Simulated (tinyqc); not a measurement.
Plane-wave Kohn-Sham cycle with exchange-only LDA in a layered model solid, step by step. One step of it, computed by the program tinyqc.

Task: Iteration 2: Hamiltonian at one k. H(m,m') = (k + G_m)^2/2 delta + V(G_m - G_m'), with V(-G) = V(G).

A solid whose potential varies along x alone (atomic units):
```
parameter                      value
period a                   15.400000
cross-section of the cell  36.000000
electrons per cell                 2
grid points                       16
plane waves -n..n, n               3
k points                           3
V1 in V1 cos(2 pi x/a)     -0.140000
V2 in V2 cos(4 pi x/a)     -0.120000
```

V(G_m), m = 0, 1, 2, ... (hartree): [-0.149301, -0.043540, -0.056302, -0.001816, -0.000679, 0.000285, 0.000299]

k = 0.000000 2 pi / a

Give: H.

Result:

H (hartree), order -3, -2, -1, +0, +1, +2, +3:
```
[[0.600, -0.044, -0.056, -0.002, -0.001, 0.000, 0.000],
 [-0.044, 0.184, -0.044, -0.056, -0.002, -0.001, 0.000],
 [-0.056, -0.044, -0.066, -0.044, -0.056, -0.002, -0.001],
 [-0.002, -0.056, -0.044, -0.149, -0.044, -0.056, -0.002],
 [-0.001, -0.002, -0.056, -0.044, -0.066, -0.044, -0.056],
 [0.000, -0.001, -0.002, -0.056, -0.044, 0.184, -0.044],
 [0.000, 0.000, -0.001, -0.002, -0.056, -0.044, 0.600]]
```
